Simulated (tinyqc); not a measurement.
Adsorption as a lattice gas: isotherms with interactions, competition, desorption peaks and saturation dose. Changing the heating rate beta. Computed by tinyqc, a small Python program. Command: `OMP_NUM_THREADS=1 python tinyqc.py 3031168 3031169 out.jsonl adsorb sweep`. One thread of a shared host (Intel(R) Xeon(R) Processor @ 2.30GHz), about 0.01 s of CPU time with the checks.

One adsorbate per site; a molecule needs 2 empty sites. Gas and surface have the same temperature.

Inputs (values chosen for the exercise, for a model surface): desorption energy E = 2.08 eV; prefactor nu = 6.3e+12 1/s; initial coverage theta_0 = 0.63.

Adsorption: dissociative (second order).

Constants: k_B = 8.617333262e-05 eV/K.

Method. The peak obeys E/(k_B T_p^2) = (nu theta_0/beta) exp(-E/(k_B T_p)) if theta at the peak is theta_0/2. Redhead's shortcut, with the constant 3.46 (3.64 is also in use), reads E back as k_B T_p [ln(nu' T_p/beta) - 3.46], nu' = nu theta_0.

One run for each value:
```
heating rate beta (K/s)  peak temperature T_p (K)  E by Redhead's shortcut (eV)
0.1                                        703.07                        2.0846
0.31                                       725.65                        2.0828
0.99                                       750.33                        2.0807
3.1                                        776.23                        2.0785
9.7                                        803.91                        2.0760
30                                         833.26                        2.0733
96                                         865.73                        2.0701
300                                        900.01                        2.0667
```

Over the rows, peak temperature T_p (K) rises from 703 to 900 (exponent d ln y / d ln x 0.028 between the first rows and 0.034 between the last); E by Redhead's shortcut (eV) falls from 2.085 to 2.067 (exponent d ln y / d ln x -7.8e-4 between the first rows and -0.0014 between the last). The slope of ln(beta/T_p^2) against 1/T_p gives E = 2.080 eV without knowledge of nu.

Extremes, crossings and ranges named in words are read from the listed rows.
